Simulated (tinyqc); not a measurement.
Worked calculation: tight binding, kagome lattice. One step of it, computed by the program tinyqc.

Problem. Levels at k. Diagonalise the Hermitian matrix.

H(k) at k (eV), order A, B, C:
```
[[0.000000, -2.893075+0.852289i, -0.281434-0.181733i],
 [-2.893075-0.852289i, 0.000000, -0.449355+0.698543i],
 [-0.281434+0.181733i, -0.449355-0.698543i, 0.000000]]
```

Give: eigenvalues; weights |c|^2 of the basis functions.

Solution.

eigenvalues (eV): [-3.1218, -0.0482, 3.1700]

weights |c|^2 of the basis functions, order A, B, C:
```
[[0.4683, 0.0695, 0.4622],
 [0.4981, 0.0111, 0.4907],
 [0.0336, 0.9194, 0.0470]]
```
